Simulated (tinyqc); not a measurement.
Specific resistance of a metal-semiconductor contact and its transmission-line measurement. Changing the contact length d. Computed by tinyqc, a small Python program. Command: `OMP_NUM_THREADS=1 python tinyqc.py 3021886 3021887 out.jsonl contact sweep`. One thread of a shared host (Intel(R) Xeon(R) Processor @ 2.30GHz), about 0.02 s of CPU time with the checks.

The barrier is parabolic (depletion approximation), energies E are normal energies counted from the band edge in the neutral semiconductor (downwards for holes), and the bias is zero. xi is an input, held fixed when other inputs move.

Inputs (values chosen for the exercise, modelled on n-type germanium):
```
quantity                                           value          unit
tunnelling mass m                                   0.12           m_0
permittivity eps                                      16             -
Richardson constant A*                               138  A/(cm^2 K^2)
barrier height phi_B                                0.43            eV
doping N                                         6.6e+20        1/cm^3
Fermi level above the band edge in the bulk, xi      0.5            eV
temperature T                                        400             K
sheet resistance R_sh                                  5           ohm
contact width W                                     0.44    micrometre
```

Image-force lowering: included.

Constants: hbar = 1.054571817e-34 J s; eps_0 = 8.8541878128e-12 F/m; m_0 = 9.1093837015e-31 kg; k_B = 8.617333262e-05 eV/K; e = 1.602176634e-19 C.

Method:
- E_00 = (e hbar/2) sqrt(N/(eps eps_0 m)); band bending E_b = phi_B + xi; depletion width w = sqrt(2 eps eps_0 E_b/(e^2 N)). Image lowering d_phi = (e^3 N E_b/(8 pi^2 (eps eps_0)^3))^(1/4) (E_b in volts), and E_b - d_phi replaces E_b everywhere except in w.
- WKB transmission for E < E_b, with a = E/E_b: D = exp{-(E_b/E_00) [sqrt(1 - a) - a ln((1 + sqrt(1 - a))/sqrt(a))]}; D = 1 above.
- At zero bias 1/rho_c = (e A*/k_B^2) int D(E) f(E) dE, f = 1/(1 + exp((E - xi)/k_B T)); 200 Gauss-Legendre points from 0 to E_b, and k_B T ln(1 + exp((xi - E_b)/k_B T)) for the part above the barrier; the share of tunnelling is the part below.
- Transmission-line model: transfer length L_T = sqrt(rho_c/R_sh); R_c = (R_sh L_T/W) coth(d/L_T). Limits: rho_c/(W d) for d << L_T, sqrt(rho_c R_sh)/W for d >> L_T.
- Transmission-line model: transfer length L_T = sqrt(rho_c/R_sh); R_c = (R_sh L_T/W) coth(d/L_T). Two contacts a gap s apart give R = 2 R_c + R_sh s/W. A straight-line fit gives R_sh from the slope and R_c from the intercept; the simple reading takes L_x = R_c W/R_sh as the transfer length and rho_c = R_sh L_x^2.

One run for each value:
```
contact length d (micrometre)  contact resistance R_c (ohm)       d/L_T  simple reading over true value
0.012                                                3.7480  1.9191e-01                          27.822
0.031                                                1.5488  4.9576e-01                           4.751
0.083                                                0.8181  1.3274e+00                           1.325
0.22                                                 0.7118  3.5183e+00                           1.004
0.59                                                 0.7106  9.4355e+00                           1.000
1.6                                                  0.7106  2.5588e+01                           1.000
4.2                                                  0.7106  6.7168e+01                           1.000
11                                                   0.7106  1.7592e+02                           1.000
30                                                   0.7106  4.7977e+02                           1.000
```

Over the rows, contact resistance R_c (ohm) falls from 3.75 to 0.711, flat over part of the range; d/L_T rises from 0.192 to 480 (exponent d ln y / d ln x about 1.00 throughout); simple reading over true value falls from 27.8 to 1.00, flat over part of the range. At the high end the exponent of contact resistance R_c is 0.00, close to 0: a long contact.
